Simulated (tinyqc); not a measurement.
Worked calculation: Hueckel theory of the pi electrons, for the molecule c1ccc2cnccc2c1 (SMILES; centres numbered as the heavy atoms are written). One step of it, computed by the program tinyqc.

Question. Energy, charges, bond orders. E = sum n x; q_r = z_r - P_rr; bond order p = P_rs; free valence = sqrt(3) - sum of p over the bonds of the atom.

x values: 2.340326  1.733481  1.319112  1.077692  0.646058  -0.575945  -0.920082  -1.289529  -1.548687  -2.282426

occupations: 2.000000  2.000000  2.000000  2.000000  2.000000  0.000000  0.000000  0.000000  0.000000  0.000000

charge and bond-order matrix P:
```
            1C         2C         3C         4C         5C         6N         7C         8C
1C    0.983941   0.603231   0.015952  -0.240163  -0.037948   0.152768  -0.023890  -0.168594
2C    0.603231   1.000065   0.724506  -0.000020  -0.169799   0.000602   0.155953   0.000116
3C    0.015952   0.724506   0.984093   0.553933   0.038530  -0.166313   0.024608   0.083610
4C   -0.240163  -0.000020   0.553933   1.003555   0.557419  -0.020620  -0.238656   0.005405
5C   -0.037948  -0.169799   0.038530   0.557419   0.895476   0.709936  -0.072664  -0.357952
6N    0.152768   0.000602  -0.166313  -0.020620   0.709936   1.198401   0.590640  -0.029140
7C   -0.023890   0.155953   0.024608  -0.238656  -0.072664   0.590640   0.946605   0.727992
8C   -0.168594   0.000116   0.083610   0.005405  -0.357952  -0.029140   0.727992   1.008585
9C    0.019012  -0.240936  -0.019087   0.517042   0.048928  -0.235170   0.032840   0.552727
10C   0.723732  -0.000171  -0.361438  -0.002964   0.082405   0.013944  -0.171779  -0.004994

            9C        10C
1C    0.019012   0.723732
2C   -0.240936  -0.000171
3C   -0.019087  -0.361438
4C    0.517042  -0.002964
5C    0.048928   0.082405
6N   -0.235170   0.013944
7C    0.032840  -0.171779
8C    0.552727  -0.004994
9C    0.976155   0.555912
10C   0.555912   1.003125
```

Centres:
```
centre  z_r, pi electrons of the neutral centre         h
1C                                            1  0.000000
2C                                            1  0.000000
3C                                            1  0.000000
4C                                            1  0.000000
5C                                            1  0.000000
6N                                            1  0.500000
7C                                            1  0.000000
8C                                            1  0.000000
9C                                            1  0.000000
10C                                           1  0.000000
```

Bonds:
```
i    j         k
1    2         1
2    3         1
3    4         1
4    5         1
5    6         1
6    7  1.000000
7    8         1
8    9         1
9   10         1
10   1         1
9    4         1
```

Give: pi energy = 10 alpha + this times beta; pi charges; Bond orders and lengths from R = 1.517 - 0.180 p; free valence of the carbons; gap between the highest filled and the next level.

Answer.

pi energy = 10 alpha + this times beta = 14.2333

pi charges: 1C 0.0161, 2C -0.0001, 3C 0.0159, 4C -0.0036, 5C 0.1045, 6N -0.1984, 7C 0.0534, 8C -0.0086, 9C 0.0238, 10C -0.0031

Bond orders and lengths from R = 1.517 - 0.180 p (angstrom, C-C alone):
```
bond       p       R
1-2   0.6032  1.4084
2-3   0.7245  1.3866
3-4   0.5539  1.4173
4-5   0.5574  1.4167
5-6   0.7099       -
6-7   0.5906       -
7-8   0.7280  1.3860
8-9   0.5527  1.4175
9-10  0.5559  1.4169
10-1  0.7237  1.3867
9-4   0.5170  1.4239
```

free valence of the carbons: 1C 0.4051, 2C 0.4043, 3C 0.4536, 4C 0.1037, 5C 0.4647, 7C 0.4134, 8C 0.4513, 9C 0.1064, 10C 0.4524

gap between the highest filled and the next level = 1.2220 |beta|
